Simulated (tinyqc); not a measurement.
Raising U: Hubbard chain of 2 sites, mean field against exact. Computed by the program tinyqc. 

one-body matrix (hopping and site energies) (eV):
```
         1        2
1  -0.5700  -1.1300
2  -1.1300   0.0400
```

electrons, up and down: 1  1

Collinear unrestricted mean field (the lowest of 40 random starts) against exact diagonalisation.

Exact and mean-field results (eV):
```
U            U/t    E exact  E mean field  mean |n_up - n_down|  double occupancy, exact  first gap in the sector
0.5600    0.4956  -2.590638     -2.575365                0.0000                   0.2335                   2.0606
1.1300    1.0000  -2.343248     -2.279587                0.0000                   0.2008                   1.8132
2.2600    2.0000  -1.955073     -1.701068                0.0000                   0.1450                   1.4251
3.3900    3.0000  -1.676597     -1.300484                0.7311                   0.1038                   1.1466
4.5200    4.0000  -1.476183     -1.103329                0.8609                   0.0754                   0.9462
6.7800    6.0000  -1.218480     -0.909429                0.9416                   0.0427                   0.6885
9.0400    8.0000  -1.065572     -0.813716                0.9679                   0.0267                   0.5356
13.5600  12.0000  -0.897434     -0.718705                0.9859                   0.0129                   0.3674
22.6000  20.0000  -0.753943     -0.643082                0.9950                   0.0049                   0.2239
```

In absolute terms mean field is worst at U/t = 3.0, 0.376 eV too high: at small U it is nearly exact, and at large U it misses only exchange-scale energies. Its local moments set in at U/t = 3.0 of those listed, a broken symmetry that the exact state of a finite cluster with equal spins does not have. Relative to the exact energy its error is 0.6 % at the smallest U, 25 % at most and 15 % at the largest. The double occupancy falls from 0.234 to 0.005.
